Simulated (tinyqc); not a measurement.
Hueckel theory of the pi electrons, for the molecule BC(=C)C=CC=C (SMILES; centres numbered as the heavy atoms are written), step by step. One step of it, computed by the program tinyqc.

Task: Orbitals. Diagonalise; E = alpha + x beta with beta < 0, so the largest x are filled first; degenerate levels share their electrons. P = sum n_i c_ri c_si; each orbital has its largest coefficient positive (the first on a tie).

Hueckel matrix in units of beta (H = alpha + beta A), order 1B, 2C, 3C, 4C, 5C, 6C, 7C:
```
[[-1.000000, 0.700000, 0.000000, 0.000000, 0.000000, 0.000000, 0.000000],
 [0.700000, 0.000000, 1.000000, 1.000000, 0.000000, 0.000000, 0.000000],
 [0.000000, 1.000000, 0.000000, 0.000000, 0.000000, 0.000000, 0.000000],
 [0.000000, 1.000000, 0.000000, 0.000000, 1.000000, 0.000000, 0.000000],
 [0.000000, 0.000000, 0.000000, 1.000000, 0.000000, 1.000000, 0.000000],
 [0.000000, 0.000000, 0.000000, 0.000000, 1.000000, 0.000000, 1.000000],
 [0.000000, 0.000000, 0.000000, 0.000000, 0.000000, 1.000000, 0.000000]]
```

pi electrons, sum of z_r less the charge = 6

Give: x values; occupations; coefficients; charge and bond-order matrix P.

Result:

x values: [1.836, 1.304, 0.462, -0.396, -0.805, -1.466, -1.934]

occupations: [2.000, 2.000, 2.000, 0.000, 0.000, 0.000, 0.000]

coefficients, order 1B, 2C, 3C, 4C, 5C, 6C, 7C:
```
[[0.115, -0.153, 0.104, -0.285, 0.702, -0.467, -0.401],
 [0.467, -0.502, 0.217, -0.246, 0.195, 0.311, 0.536],
 [0.254, -0.385, 0.470, 0.621, -0.243, -0.212, -0.277],
 [0.523, -0.163, -0.442, -0.324, -0.406, 0.083, -0.478],
 [0.492, 0.290, -0.421, 0.374, 0.131, -0.433, 0.389],
 [0.381, 0.541, 0.248, 0.176, 0.300, 0.552, -0.275],
 [0.208, 0.415, 0.536, -0.444, -0.373, -0.376, 0.142]]
```

charge and bond-order matrix P, order 1B, 2C, 3C, 4C, 5C, 6C, 7C:
```
[[0.095, 0.306, 0.274, 0.078, -0.063, -0.026, 0.032],
 [0.306, 1.035, 0.829, 0.460, -0.015, -0.080, 0.009],
 [0.274, 0.829, 0.868, -0.024, -0.369, 0.009, 0.289],
 [0.078, 0.460, -0.024, 0.990, 0.793, 0.003, -0.392],
 [-0.063, -0.015, -0.369, 0.793, 1.008, 0.481, -0.006],
 [-0.026, -0.080, 0.009, 0.003, 0.481, 0.999, 0.873],
 [0.032, 0.009, 0.289, -0.392, -0.006, 0.873, 1.005]]
```
